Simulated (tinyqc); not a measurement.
Free and trapped electrons in a MOS channel with a dense trap tail: two steps of the calculation.

p-type body, charge-sheet picture, full ionisation (an idealisation for deep acceptors), Boltzmann statistics for free electrons. e = Ec - EF at the surface. Acceptor-like traps of density D(E) = D0 + De exp(-E/Ew) at depth E below Ec, from 0 to Eu, hold n_t = integral of D(E)/(1 + exp((e - E)/Vt)). psi = Eg - Vt ln(Nv/Na) - e; N_dep = sqrt(2 eps0 eps_r Na (psi - Vt)/q); n_f = sqrt(N_dep^2 + 2 eps0 eps_r Vt Nc exp(-e/Vt)/q) - N_dep; Vg = Vfb + psi + q (N_dep + n_t + n_f)/Cox, Cox = eps0 eox/tox.

Values chosen for this exercise; band and dielectric values close to those of silicon: temperature T = 250 K; band gap Eg = 1.14 eV; relative permittivity eps_r = 11.7; conduction-band density of states at T Nc = 2.12e19 cm^-3; valence-band density of states at T Nv = 2.04e19 cm^-3; relative permittivity of the insulator eox = 3.9; insulator thickness tox = 80 nm; acceptor density Na = 3.1e16 cm^-3; flat-band voltage without trapped charge Vfb = -0.91 V; constant background density of acceptor-like traps D0 = 4.1e10 cm^-2 eV^-1; density of the tail at the conduction edge De = 4.5e13 cm^-2 eV^-1; decay energy of the tail Ew = 0.06 eV; depth below Ec down to which the traps reach Eu = 0.82 eV; mobility of free electrons mf = 120 cm^2/(V s); Ec - EF at the surface e = 0.046 eV.

Constants: q = 1.602176634e-19 C, kB = 1.380649e-23 J/K, Vt = kB T/q, eps0 = 8.8541878128e-14 F/cm where lengths are in cm. Results are converted to the units shown.

Question 1. Trapped charge. Trapezoid rule on 12 equal steps from 0 to Eu, f = 1/(1 + exp((e - E)/Vt)).

Find: E; D(E) f; n_t.

Answer 1.

```
point	E (eV)	D(E) f (cm^-2 eV^-1)
0	0	4.7617e12
1	0.068333	1.0666e13
2	0.13667	4.5858e12
3	0.20500	1.5170e12
4	0.27333	5.1388e11
5	0.34167	1.9241e11
6	0.41000	8.9477e10
7	0.47833	5.6521e10
8	0.54667	4.5969e10
9	0.61500	4.2591e10
10	0.68333	4.1509e10
11	0.75167	4.1163e10
12	0.82000	4.1052e10
```

n_t = 1.3799e12 cm^-2

Question 2. Charges and gate voltage. psi, N_dep, n_f and Vg as defined, with the n_t given; free share n_f/(n_f + n_t); apparent mobility mf n_f/(n_f + n_t); gate voltage spent on traps q n_t/Cox.

n_t = 1.3799246e12 cm^-2

Wanted: psi; N_dep; n_f; Vg; free share; apparent mobility; gate voltage spent on traps.

Answer 2.

psi = 0.95420 V
N_dep = 6.1146e11 cm^-2
n_f = 4.2396e11 cm^-2
Vg = 9.0095 V
free share = 23.502 %
apparent mobility = 28.203 cm^2/(V s)
gate voltage spent on traps = 5.1220 V

Computed by the program tinyqc: `OMP_NUM_THREADS=1 python tinyqc.py 2222011 2222012 out.jsonl`, one thread of a shared Intel Xeon 2.30GHz, about 0.02 s for the whole run.
